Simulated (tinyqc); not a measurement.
Dopants and charged point defects at anneal temperature: Fermi-level effect, clustering and pairing: one step, computed by the program tinyqc.

Boltzmann statistics and full ionisation of active dopants. Energies are counted from the valence band; the defect (a vacancy or self-interstitial) has five charge states, with all degeneracy factors one.

Problem. Active and clustered dopant. p = A/2 + sqrt(A^2/4 + n_i^2) for an active density A. k ionised dopants and k carriers form one neutral cluster: C = N_s (A/N_s)^k (p/N_b)^k exp(E_b/k_B T), N_b the effective density of states of the majority band, and N = A + k C (60 bisections in ln A between ln N - 90 and ln N).

Inputs (values chosen for the exercise, for a model semiconductor): anneal temperature T = 950 K; total dopant density N = 7.3e+20 cm^-3; site density N_s = 4.4e+22 cm^-3; dopant atoms per cluster k = 4; cluster binding energy E_b = 1.91 eV.

Dopant: acceptor. Second part: clustering of the dopant.

E_g = 0.8774156 eV

k_B T = 0.08186467 eV

n_i = 6.485634e+16 cm^-3

E_i = 0.5543273 eV

effective density of states N_b of the majority band = 5.658161e+19 cm^-3

Give: active density A; clusters C; active share.

Solution.

active density A = 4.2701e+19 cm^-3

clusters C = 1.7182e+20 cm^-3

active share = 0.058495

94 % of the dopant is lost to clusters.
